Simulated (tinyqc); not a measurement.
# Undoped symmetric double-gate MOSFET, analytic potential model: effect of the gate work function less that of the intrinsic body

An undoped body of thickness ts between two equal insulators and tied gates; long channel, electrons only, n = ni exp((psi - V)/Vt) with V the quasi-Fermi potential (0 at the source, Vd at the drain), constant mobility, no quantisation. Across the body psi(x) = V - 2 Vt ln[(ts/(2 beta)) sqrt(q ni/(2 eps0 eps_r Vt)) cos(2 beta x/ts)], x from the centre. Q is the electron charge per area of the whole body.

ni = sqrt(Nc Nv) exp(-Eg/(2 Vt)), Eg in volts; r = eps_r tox/(eox ts); V0 = dphi + 2 Vt ln[(2/ts) sqrt(2 eps0 eps_r Vt/(q ni))]. beta (between 0 and pi/2) solves (Vg - V0 - V)/(2 Vt) = ln(beta) - ln(cos beta) + 2 r beta tan(beta). Q = 8 eps0 eps_r Vt beta tan(beta)/ts; I = mu (1/L)(4 eps0 eps_r/ts)(2 Vt)^2 [g(beta_s) - g(beta_d)] per width, g = beta tan(beta) - beta^2/2 + r beta^2 tan^2(beta), with beta_s at V = 0 and beta_d at V = Vd.  I(low) is taken at Vg = 0.3 V, Qs and I(high) at Vg = 1.05 V.

Inputs (values chosen for the exercise); material values close to those of silicon: temperature T = 250 K; band gap Eg = 1.1 eV; relative permittivity of the semiconductor eps_r = 11.6; conduction-band density of states at T Nc = 2.16e19 cm^-3; valence-band density of states at T Nv = 2.02e19 cm^-3; relative permittivity of the gate insulator eox = 7.15; insulator thickness tox = 4.4 nm; body thickness ts = 5 nm; channel mobility mu = 410 cm^2/(V s); gate length L = 0.2 um; drain voltage Vd = 0.05 V.

Constants: q = 1.602176634e-19 C, kB = 1.380649e-23 J/K, Vt = kB T/q, eps0 = 8.8541878128e-14 F/cm where lengths are in cm. Results are converted to the units shown.

Result of one run:
```
V0 (V)   I(low) (nA/um)  Qs(high) (nC/cm^2)  I(high) (uA/um)
0.64654       0.0014565              1020.2           97.935
```

Which gate work function less that of the intrinsic body dphi gave this result: -0.07, -0.02, 0.08, 0.13 or 0.18 V?

dphi = 0.13 V.

The whole series:
```
dphi (V)   V0 (V)  I(low) (nA/um)  Qs(high) (nC/cm^2)  I(high) (uA/um)
-0.12     0.39654          153.71              1682.6           165.59
-0.07     0.44654          15.612              1548.4           151.87
-0.02     0.49654          1.5382              1415.0           138.23
0.03      0.54654         0.15108              1282.3           124.68
0.08      0.59654        0.014834              1150.7           111.24
0.13      0.64654       0.0014565              1020.2           97.935
0.18      0.69654       1.4300e-4              891.04           84.785
```

As dphi goes from -0.12 to 0.18 V, I(low) falls from 154 to 1.43e-4 nA/um and I(high) falls from 166 to 84.8 uA/um. V0 rises from 0.397 to 0.697 V. In every row the surface density at the source at the higher gate voltage passes 0.3 Nc, where Boltzmann statistics fail. In every row the body is thin enough for quantum confinement, left out here, to raise the threshold.

Numbers from tinyqc (`OMP_NUM_THREADS=1 python tinyqc.py 2440143 2440144 out.jsonl`; about 0.02 s on one thread of a shared Intel Xeon 2.30GHz).
